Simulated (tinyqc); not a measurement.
Oxide trap near a transistor channel: two-state multiphonon kinetics, telegraph noise and bias instability. Changing the trap depth x from the interface. Computed by tinyqc, a small Python program. Command: `OMP_NUM_THREADS=1 python tinyqc.py 3021710 3021711 out.jsonl oxidetrap sweep`. One thread of a shared host (Intel(R) Xeon(R) Processor @ 2.30GHz), about 0.01 s of CPU time with the checks.

An n-channel device under positive gate bias. The trap is empty (state 1) or holds an electron (state 2); both states are parabolas of equal curvature, and the electron reservoir is taken at the Fermi level of the channel.

Inputs (values chosen for the exercise, with an insulator like SiO2 on silicon):
```
quantity                                value   unit
insulator constant eps_ox                3.78      -
insulator thickness t_ox                  2.6     nm
tunnel barrier phi_b                     3.08     eV
tunnelling mass m_ox                     0.43    m_0
trap level above E_F at zero field E_t   0.33     eV
relaxation energy E_R                     2.5     eV
oxide field F                             2.7  MV/cm
attempt rate k_0 at the interface       1e+11    1/s
temperature T                             400      K
channel width W                           420     nm
channel length L                           45     nm
frequency f                              3000     Hz
```

Parts treated: one trap.

Constants: hbar^2/(2 m_0) = 3.80998212 eV angstrom^2; k_B = 8.617333262e-05 eV/K; e = 1.602176634e-19 C; eps_0 = 8.8541878128e-12 F/m.

Method:
- kappa = sqrt(2 m_ox phi_b)/hbar = sqrt(m_ox phi_b/(hbar^2/2m_0)); attenuation length lambda = 1/(2 kappa); factor exp(-x/lambda) for a rectangular barrier.
- E_21 = E_t - e F x is the energy of state 2 over state 1; barriers E_c = (E_R + E_21)^2/(4 E_R), E_e = E_c - E_21; tau_c = exp(E_c/k_B T)/(k_0 P), tau_e = exp(E_e/k_B T)/(k_0 P), P the tunnelling factor; occupation f_2 = tau_e/(tau_c + tau_e); 1/tau_0 = 1/tau_c + 1/tau_e.
- Charge-sheet step dV = e (t_ox - x)/(eps_ox eps_0 W L); Lorentzian spectrum S(f) = 4 dV^2 tau_0^2/((tau_c + tau_e)(1 + (2 pi f tau_0)^2)); corner 1/(2 pi tau_0); variance dV^2 f_2 (1 - f_2) = dV^2 tau_0/(tau_c + tau_e).

One run for each value; columns: (1) trap depth x from the interface (nm); (2) capture time tau_c (s); (3) emission time tau_e (s); (4) threshold step dV (mV); (5) tunnelling factor; (6) occupation f_2:
```
(1)          (2)         (3)      (4)         (5)         (6)
0.30  1.1422e+00  8.3266e-04  0.58255  2.9085e-02  7.2849e-04
0.52  5.9888e+00  2.4462e-02  0.52683  2.1729e-03  4.0679e-03
0.73  2.9685e+01  6.2816e-01  0.47364  1.8264e-04  2.0722e-02
0.95  1.6200e+02  1.9207e+01  0.41792  1.3645e-05  1.0599e-01
1.20  1.1424e+03  9.5986e+02  0.35460  7.1564e-07  4.5659e-01
1.40  5.5552e+03  2.2360e+04  0.30394  6.7682e-08  8.0100e-01
1.60  2.7475e+04  5.2976e+05  0.25328  6.4011e-09  9.5069e-01
1.80  1.3820e+05  1.2765e+07  0.20263  6.0539e-10  9.8929e-01
```

Over the rows, capture time tau_c (s) rises from 1.14 to 138000 (exponent d ln y / d ln x 3.0 between the first rows and 14 between the last); emission time tau_e (s) rises from 8.33e-4 to 1.28e7 (exponent d ln y / d ln x 6.1 between the first rows and 27 between the last); threshold step dV (mV) falls from 0.583 to 0.203 (exponent d ln y / d ln x -0.18 between the first rows and -1.9 between the last).
